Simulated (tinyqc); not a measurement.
Worked calculation: Schottky barrier with interface states (Cowley-Sze model), image lowering and contact resistance. Computed by tinyqc, a small Python program that keeps every step. Command: `OMP_NUM_THREADS=1 python tinyqc.py 3029786 3029787 out.jsonl pinning walk`. One thread of a shared host (Intel(R) Xeon(R) Processor @ 2.30GHz), about 0.01 s of CPU time with the checks. Intermediate numbers are printed to about 7 digits and carried at full precision; extremes and crossings named in words are read from the listed rows.

An n-type semiconductor under a metal. The barrier lies between the Schottky-Mott limit phi_M - chi and the Bardeen limit E_g - E_n, E_n being the neutrality level of the interface states; the space-charge term of the full Cowley-Sze expression is left out.

Inputs (values chosen for the exercise, with gap, mass and screening modelled on beta-Ga2O3):
```
quantity                                       value   unit
gap E_g                                         4.85     eV
electron affinity chi                           3.81     eV
metal work function phi_M                       4.82     eV
neutrality level E_n above the valence band     1.76     eV
optical dielectric constant eps_opt              3.6      -
dielectric constant eps_s                       9.83      -
electron mass m_e                              0.282    m_0
valleys M_c                                        1      -
donor density N                              2.7e+17  cm^-3
temperature T                                    350      K
reverse bias V_r                                0.44      V
```

Pinning factor from: Moench relation.

Constants: k_B = 8.617333262e-05 eV/K; m_0 = 9.1093837015e-31 kg; k_B = 1.380649e-23 J/K; h = 6.62607015e-34 J s; eps_0 = 8.8541878128e-12 F/m; e = 1.602176634e-19 C; hbar = 1.054571817e-34 J s.

## Pinning factor and barrier

S = 1/(1 + 0.1 (eps_opt - 1)^2), an empirical relation for metal-induced gap states. phi_B = S (phi_M - chi) + (1 - S)(E_g - E_n); the hole barrier is E_g - phi_B.

pinning factor S = 0.5966587

Schottky-Mott barrier = 1.01 eV

Bardeen barrier = 3.09 eV

barrier phi_B = 1.848950 eV

hole barrier = 3.001050 eV

The contact is partly pinned.

## Depletion layer and image lowering under reverse bias

N_c = 2 M_c (2 pi m_e k_B T/h^2)^(3/2); xi = E_c - E_F solves N = N_c F_1/2(-xi/k_B T) (bisection; full ionisation). F_1/2(eta) = (2/sqrt(pi)) int_0^infinity sqrt(x)/(1 + exp(x - eta)) dx, by the trapezoid rule in t = sqrt(x) with step 0.02 up to t = 12 (for eta < -12 by exp(eta) - exp(2 eta)/2^(3/2)). V_bi = phi_B - xi; W = sqrt(2 eps_s eps_0 (V_bi + V_r - k_B T/e)/(e N)); field at the metal E_m = e N W/(eps_s eps_0); image lowering sqrt(e E_m/(4 pi eps_s eps_0)).

N_c = 4.735500e+18 cm^-3

xi = 0.08578533 eV

built-in voltage V_bi = 1.763165 V

depletion width W = 93.51027 nm

field E_m = 464762.6 V/cm

image lowering = 0.08251155 eV

## Thermionic current

A* = 4 pi e m_e M_c k_B^2/h^3 (a simple valley count); J_s = A* T^2 exp(-phi/k_B T). J_0 uses phi_B; the reverse current uses phi_B less the image lowering, times 1 - exp(-V_r/k_B T).

Richardson constant A* = 33.88885 A cm^-2 K^-2

J_0 = 9.873848e-21 A/cm^2

thermionic reverse current = 1.522651e-19 A/cm^2

Image lowering raises the reverse current by a factor 15.4. Caution: so small an emission current is nominal: generation, tunnelling and edge leakage set the real one.

## Tunnelling scale and contact resistivity

E_00 = (e hbar/2) sqrt(N/(m_e eps_s eps_0)), E_0 = E_00 coth(E_00/k_B T); scaling form of the contact resistivity rho_c = (k_B/(e A* T)) exp(phi_B/E_0), which is the thermionic result when E_00 << k_B T and keeps only the leading exponential of tunnelling when E_00 >> k_B T; image lowering is left out of it.

E_00 = 0.005794392 eV

E_00/k_B T = 0.1921175

E_0 = 0.03053082 eV

contact resistivity rho_c = 1.452669e+18 ohm cm^2

With the usual bounds 0.5 and 5 on E_00/k_B T the regime is thermionic emission; so large a rho_c means a blocking contact.

## Choosing the metal

The formulas are those given above.

Against work function:
```
phi_M (eV)  Schottky-Mott (eV)  phi_B (eV)  J_0 (A/cm^2)  rho_c (ohm cm^2)
3.81                      0.00    1.246325  4.697955e-12      3.890003e+09
4.04                      0.23    1.383556  4.964347e-14      3.483685e+11
4.27                      0.46    1.520788  5.245845e-16      3.119807e+13
4.50                      0.69    1.658019  5.543305e-18      2.793938e+15
4.72                      0.91    1.789284  7.138996e-20      2.057938e+17
4.95                      1.14    1.926516  7.543805e-22      1.842982e+19
5.18                      1.37    2.063747  7.971569e-24      1.650479e+21
5.41                      1.60    2.200979  8.423588e-26      1.478084e+23
```

A span of 1.60 eV in work function moves the barrier by 0.955 eV (slope S = 0.597) and rho_c by 13.6 decades. The barrier equals its Schottky-Mott value only at phi_M = chi + E_g - E_n = 6.90 eV, where the interface states are neutral (beyond the work function of any metal).

## Doping the contact

Regimes: thermionic below E_00/k_B T = 0.5, field emission above 5.

Against doping:
```
N (cm^-3)  1e10/sqrt(N)    E_00/k_B T  rho_c (ohm cm^2)                     regime
1.00e+16   1.000000e+02  3.697303e-02      2.970500e+18        thermionic emission
1.00e+17   3.162278e+01  1.169190e-01      2.313654e+18        thermionic emission
1.00e+18   1.000000e+01  3.697303e-01      2.160998e+17        thermionic emission
3.00e+18   5.773503e+00  6.403917e-01      2.277835e+15  thermionic-field emission
1.00e+19   3.162278e+00  1.169190e+00      4.215904e+10  thermionic-field emission
3.00e+19   1.825742e+00  2.025096e+00      3.613782e+04  thermionic-field emission
1.00e+20   1.000000e+00  3.697303e+00      1.130441e-01  thermionic-field emission
3.00e+20   5.773503e-01  6.403917e+00      1.043843e-04             field emission
1.00e+21   3.162278e-01  1.169190e+01      1.375166e-06             field emission
```

Even over the thermionic rows rho_c falls by a factor 14, since the barrier is many E_0 high, and then it falls faster, by 24.3 decades in all; in field emission ln rho_c is linear in 1/sqrt(N). It stays above 1e-7 ohm cm^2 at every listed doping.

Checks made by the program: charge in the layer against the field (relative difference below 1e-10).
